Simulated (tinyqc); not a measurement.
# Programming of a floating-gate cell by Fowler-Nordheim tunnelling: effects of single changes

Per tunnel area the floating gate has Ctun = 3.9 eps0/tox to the channel (0 V) and Ccg to the control gate, Ct = Ctun/(1 - ag), no other coupling. With the threshold shift U = -Q/Ccg the field is F = ag (Vg - U)/tox, and dU/dt = J/Ccg. Fowler-Nordheim: J = A F^2 exp(-B/F), A = q^2/(16 pi^2 hbar mo phi) (times 1e14 for A/cm^2 with F in V/nm, emitter mass m0), B = (4/3) sqrt(mo/C) phi^1.5, C = hbar^2/(2 m0).

Parameters, values chosen for the exercise; oxide values close to those of silicon dioxide: tunnel barrier phi = 3.18 eV; tunnelling mass mo = 0.48 m0; tunnel oxide thickness tox = 7.3 nm; coupling ratio Ccg/Ct ag = 0.72; threshold shift at the start Vt0 = -0.8 V; control-gate voltage Vg = 12.7 V.

Constants: q = 1.602176634e-19 C, hbar = 1.054571817e-34 J s, m0 = 9.1093837015e-31 kg, eps0 = 8.8541878128e-14 F/cm where lengths are in cm, hbar^2/(2 m0) = 0.0380998212 eV nm^2. Results are converted to the units shown.

Each table varies one quantity; the others keep the values above.

## Effect of the coupling ratio

After 8e-5 s. Exact: exp(B/F(t)) = exp(B/F(0)) + K t, K = A B ag/(Ccg tox), and U = Vg - tox F/ag.

Effect of the coupling ratio:

| ag | F(0) (V/nm) | F (V/nm) | J (A/cm^2) | U (V) |
|---|---|---|---|---|
| 0.42 | 0.77671 | 0.77671 | 6.0095e-8 | -0.79999 |
| 0.47 | 0.86918 | 0.86914 | 2.9671e-6 | -0.79943 |
| 0.52 | 0.96164 | 0.96087 | 6.9120e-5 | -0.78908 |
| 0.57 | 1.0541 | 1.0454 | 7.8257e-4 | -0.68825 |
| 0.63 | 1.1651 | 1.1076 | 0.0037180 | -0.13442 |
| 0.68 | 1.2575 | 1.1271 | 0.0058448 | 0.60075 |
| 0.73 | 1.3500 | 1.1382 | 0.0075262 | 1.3180 |
| 0.78 | 1.4425 | 1.1490 | 0.0095680 | 1.9468 |

What does the table show?

The starting field rises from 0.777 to 1.44 V/nm and U rises from -0.800 to 1.95 V. Between the last two rows 0.01 of coupling is worth 126 mV. In 3 of the 8 rows the starting field exceeds 12 MV/cm, where the oxide would wear out or break down quickly.

## Threshold shift against time

Same model as above.

Threshold shift against time:

| t (s) | F (V/nm) | J (A/cm^2) | U (V) | dU/dlog10 t (V) |
|---|---|---|---|---|
| 7e-8 | 1.330 | 0.3067 | -0.7821 | 0.04064 |
| 3.7e-7 | 1.323 | 0.2726 | -0.7108 | 0.1909 |
| 1.9e-6 | 1.296 | 0.1723 | -0.4402 | 0.6198 |
| 9.9e-6 | 1.235 | 0.05616 | 0.1793 | 1.052 |
| 5.1e-5 | 1.157 | 0.01149 | 0.9661 | 1.109 |
| 0.00027 | 1.081 | 0.001972 | 1.735 | 1.008 |
| 0.0014 | 1.014 | 3.372e-4 | 2.414 | 0.8936 |
| 0.0072 | 0.9554 | 5.824e-5 | 3.013 | 0.7937 |
| 0.038 | 0.9020 | 9.838e-6 | 3.555 | 0.7077 |
| 0.19 | 0.8557 | 1.771e-6 | 4.024 | 0.6370 |

What does the table show?

U rises from -0.782 to 4.02 V, while J falls by 5.24 decades, at the end as t^(-1.07). Well past t0 = 2.58e-6 s the stored charge chokes the field and U gains only 0.637 V a decade. In every row the starting field exceeds 12 MV/cm, where the oxide would wear out or break down quickly.

Range of the model: Programming fields of 10 MV/cm and more wear the oxide; trapping and the channel potential are ignored.

Computed by the program tinyqc: `OMP_NUM_THREADS=1 python tinyqc.py 2130054 2130055 out.jsonl`, one thread of a shared Intel Xeon 2.30GHz, about 0.01 s for the whole run.
